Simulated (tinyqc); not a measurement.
Thin-body transistor below threshold, two-dimensional Poisson equation on a small mesh: one step of the calculation.

A thin body on a thick buried insulator of low permittivity, taken as carrying no normal field at the bottom of the body (row 0). Mobile charge is neglected (subthreshold), the body is fully depleted, and potentials are counted from the intrinsic level; rows run upward to the gate, columns from source to drain.

Task. Coefficients of the five-point equations. Mesh: rows i = 0..3 in the semiconductor (step hs = tb/3, row 3 on the interface), then 2 step(s) ho = tox/2 up to the gate row 5; columns j = 0..7 (step hy = L/7). Box integration, divided by eps0: up_i = eps hy/h of the interval above row i, dn_i = that of the interval below (0 for row 0), lat_i = (sum of eps h/2 over the intervals above and below)/hy, s_i = -q Na w_i hy/eps0 with w_i the semiconductor height of the box (hs/2 for row 0 and the interface row, hs between, 0 in the insulator). Each free node obeys (up + dn + 2 lat) psi = up psi(above) + dn psi(below) + lat [psi(left) + psi(right)] + s.

Parameters, values chosen for the exercise; semiconductor permittivity close to that of silicon: relative permittivity of the semiconductor eps_r = 11.9; relative permittivity of the insulator eox = 7.5; body thickness tb = 3 nm; insulator thickness tox = 3.1 nm; channel length L = 18 nm; acceptor density of the depleted body Na = 1.6e18 cm^-3.

Constants: q = 1.602176634e-19 C, eps0 = 8.8541878128e-14 F/cm where lengths are in cm. Results are converted to the units shown.

Give: up; dn; lat; s.

Result.

| row | up | dn | lat | s (V) |
|---|---|---|---|---|
| 0 | 30.600 | 0 | 2.3139 | -0.037224 |
| 1 | 30.600 | 30.600 | 4.6278 | -0.074449 |
| 2 | 30.600 | 30.600 | 4.6278 | -0.074449 |
| 3 | 12.442 | 30.600 | 4.5743 | -0.037224 |
| 4 | 12.442 | 12.442 | 4.5208 | 0 |

Numbers from tinyqc (`OMP_NUM_THREADS=1 python tinyqc.py 2480151 2480152 out.jsonl`; about 0.2 s on one thread of a shared Intel Xeon 2.30GHz).
